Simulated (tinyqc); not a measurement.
Short-channel transistor, virtual-source model with series resistance: one step of the calculation.

The current per gate width is the charge at the top of the source barrier (the virtual source) times its velocity times a saturation function; al and be are fitting constants of the model. Units: I in uA/um, Rs in ohm um, so I Rs = 1e-6 I Rs in volts; Q in uC/cm^2, so I = 1e-4 Q vx0 Fsat with vx0 in cm/s.

Question. Current through the series resistance. Intrinsic voltages Vg' = Vgs - I Rs, Vd' = Vds - 2 I Rs. n = n0 + nd Vd', VT = VT0 - dl Vd', Ff = 1/(1 + exp((Vg' - VT + al Vt/2)/(al Vt))), Q = Cinv n Vt ln(1 + exp((Vg' - VT + al Vt Ff)/(n Vt))), Vdsat = (vx0 L/mu)(1 - Ff) + Vt Ff, Fsat = u/(1 + u^be)^(1/be) with u = Vd'/Vdsat, and I(out) = Q vx0 Fsat per width. (Fsat takes the sign of u.) I(new) = I + 0.3 (I(out) - I).

Parameters, values chosen for the exercise: temperature T = 400 K; inversion capacitance Cinv = 2.35 uF/cm^2; velocity at the virtual source vx0 = 5.9e6 cm/s; apparent mobility mu = 1400 cm^2/(V s); channel length L = 130 nm; threshold at zero drain voltage VT0 = 0.309 V; drain-induced barrier lowering dl = 0.064 V/V; subthreshold factor n0 = 1.43; growth of n with drain voltage nd = 0.1 1/V; threshold shift (in units of Vt) from weak to strong inversion al = 3.5; sharpness of saturation be = 1.8; series resistance of each contact Rs = 200 ohm um; gate voltage Vgs = 0.48 V; drain voltage Vds = 0.25 V.

Constants: q = 1.602176634e-19 C, kB = 1.380649e-23 J/K, Vt = kB T/q. Results are converted to the units shown.

I after iteration 1 = 81.203247 uA/um

Wanted: Vg'; Vd'; VT; Ff; Q; Vdsat; Fsat; I(out); I after iteration 2.

Answer.

Vg' = 0.46376 V
Vd' = 0.21752 V
VT = 0.29508 V
Ff = 0.13031
Q = 0.43626 uC/cm^2
Vdsat = 0.052138 V
Fsat = 0.95990
I(out) = 247.07 uA/um
I after iteration 2 = 130.96 uA/um

Numbers from tinyqc (`OMP_NUM_THREADS=1 python tinyqc.py 2380088 2380089 out.jsonl`; about 0.01 s on one thread of a shared Intel Xeon 2.30GHz).
